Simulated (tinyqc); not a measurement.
Comparisons within one model: smearing for a one-band metal on the bcc lattice. A value that a table varies takes the place of the one given here.

Lattice vectors (units of a): a1 = (-1/2, 1/2, 1/2), a2 = (1/2, -1/2, 1/2), a3 = (1/2, 1/2, -1/2). E(k) = -t A_1(k) - t2 A_2(k), A_m the sum of cos(k . R) over the 8 nearest and 6 second lattice vectors. Mesh k = sum (j_i/N) b_i, j_i = 0 .. N-1.

With x = (E_k - mu)/sigma: Fermi-Dirac f = 1/(1 + exp(x)), s = -f ln f - (1 - f) ln(1 - f); Gaussian f = erfc(x)/2, s = exp(-x^2)/(2 sqrt(pi)); Methfessel-Paxton (first order) f = erfc(x)/2 - x exp(-x^2)/(2 sqrt(pi)), s = (1 - 2 x^2) exp(-x^2)/(4 sqrt(pi)); cold (Marzari-Vanderbilt) with y = x + 1/sqrt(2), f = erfc(y)/2 + exp(-y^2)/sqrt(2 pi), s = y exp(-y^2)/sqrt(2 pi). With weights w = points/N^d (d the dimension), mu solves 2 sum w f = ne; E = 2 sum w f E_k, S = 2 sum w s, F = E - sigma S.

With x = (E_k - mu)/sigma: Gaussian f = erfc(x)/2, s = exp(-x^2)/(2 sqrt(pi)); Methfessel-Paxton (first order) f = erfc(x)/2 - x exp(-x^2)/(2 sqrt(pi)), s = (1 - 2 x^2) exp(-x^2)/(4 sqrt(pi)). With weights w = points/N^d (d the dimension), mu solves 2 sum w f = ne; E = 2 sum w f E_k, S = 2 sum w s, F = E - sigma S.

With x = (E_k - mu)/sigma: cold (Marzari-Vanderbilt) with y = x + 1/sqrt(2), f = erfc(y)/2 + exp(-y^2)/sqrt(2 pi), s = y exp(-y^2)/sqrt(2 pi). With weights w = points/N^d (d the dimension), mu solves 2 sum w f = ne; E = 2 sum w f E_k, S = 2 sum w s, F = E - sigma S.

Values chosen for the exercise: t = 0.82 eV (nearest hopping); t2 = -0.15 eV (second hopping); ne = 1.25 (electrons per cell); N = 4 (unshifted mesh); sigma = 0.082 eV (width).

## Error of each scheme against the width

All on the dense mesh N = 40. The reference is F of first-order Methfessel-Paxton smearing with sigma = 0.05 t on the mesh N = 40; it moves by 0.11 meV on the mesh N = 50; in three dimensions such meshes can agree by chance and the reference may be off by about 1 meV, so smaller errors are not resolved.

Errors (meV per cell):

| sigma (eV) | FD F | FD (E+F)/2 | Gauss F | Gauss (E+F)/2 | MP F | cold F |
|---|---|---|---|---|---|---|
| 0.082 | -3.87 | -0.02 | -0.60 | -0.01 | -0.01 | 0.00 |
| 0.123 | -8.71 | 0.05 | -1.34 | -0.01 | -0.01 | 0.03 |
| 0.164 | -15.57 | 0.22 | -2.37 | -0.02 | -0.02 | 0.09 |
| 0.246 | -35.43 | 0.30 | -5.27 | -0.06 | -0.03 | 0.52 |
| 0.328 | -62.96 | -0.77 | -9.34 | 0.00 | 0.10 | 1.66 |
| 0.492 | -137.77 | -8.12 | -21.18 | 0.34 | 0.83 | 5.90 |
| 0.656 | -234.16 | -22.87 | -38.01 | 0.57 | 1.78 | 11.18 |

reference = -1.75664 eV

What can be read from the table?

Doubling sigma from 0.164 to 0.328 eV multiplies the error of F by 4.0 (Fermi-Dirac) and 3.9 (Gaussian); a pure sigma^2 term would give 4. At the smallest width Fermi-Dirac errs 6.5 times as much as Gaussian, against 2 pi^2/3 = 6.6 for the ratio of the sigma^2 terms at equal sigma. At the largest width the sizes of the errors rank Gauss (E+F)/2 0.6, MP F 1.8, cold F 11.2, FD (E+F)/2 22.9, Gauss F 38.0, FD F 234.2 meV; below about 1 meV this order, and the ratios at the smallest width, carry the noise of the mesh.

## Mesh against width

Gaussian smearing, (E + F)/2. The reference is F of first-order Methfessel-Paxton smearing with sigma = 0.05 t on the mesh N = 40; it moves by 0.11 meV on the mesh N = 50; in three dimensions such meshes can agree by chance and the reference may be off by about 1 meV, so smaller errors are not resolved.

Errors (meV per cell):

| N | sigma = 0.05 t | sigma = 0.15 t | sigma = 0.4 t |
|---|---|---|---|
| 4 | 168.25 | 161.46 | 146.76 |
| 6 | 51.36 | 49.32 | 49.39 |
| 8 | 26.05 | 25.64 | 23.79 |
| 12 | 8.89 | 8.59 | 6.86 |
| 16 | 3.31 | 3.22 | 2.46 |
| 24 | 0.87 | 0.81 | 0.46 |

reference = -1.75664 eV

How do the results move?

First N from which the value stays within 2 meV of its last entry (which need not be the best one): none before the last for sigma = 0.05 t, none before the last for sigma = 0.15 t, 16 for sigma = 0.4 t. At the last mesh the errors are +0.87, +0.81 and +0.46 meV. The widest smearing converges sooner with the mesh than the narrowest; a level at which its last entries rest, if any, is its bias. The smallest error belongs to 0.05 t on 0, 0.15 t on 1, 0.4 t on 5 of the 6 meshes.

## What moves the results of cold (Marzari-Vanderbilt) smearing

All sums formed anew. Each row changes one parameter from the base and keeps the others.

Results:

| case | mu (eV) | E (eV) | S | F (eV) |
|---|---|---|---|---|
| base | -0.2509 | -1.5850 | 0.0401 | -1.5883 |
| N = 8 | 0.1103 | -1.7310 | -0.0005 | -1.7310 |
| sigma = 0.164 eV | -0.2018 | -1.5850 | 0.0401 | -1.5916 |
| ne = 1.35 | -0.2357 | -1.6150 | -0.0287 | -1.6126 |
| t2 = -0.068 eV | -0.0869 | -1.5030 | 0.0401 | -1.5063 |
| t = 0.902 eV | -0.2509 | -1.7285 | 0.0401 | -1.7318 |

How do the results move?

The largest shifts from the base row, up to three for each result and ties (the steps differ in size, so this ranks the rows, not the parameters). mu (eV): N +0.3612, t2 +0.1640, sigma +0.0491; unchanged at the printed digits by t. E (eV): N -0.1460, t -0.1435, t2 +0.0820; unchanged at the printed digits by sigma. S: ne -0.0688, N -0.0406; unchanged at the printed digits by sigma, t2 and t. F (eV): t -0.1435, N -0.1427, t2 +0.0820.

Program tinyqc; command `OMP_NUM_THREADS=1 python tinyqc.py 1651679 1651680 out.jsonl`; about 0.3 s on one thread of a shared Intel(R) Xeon(R) Processor @ 2.30GHz.
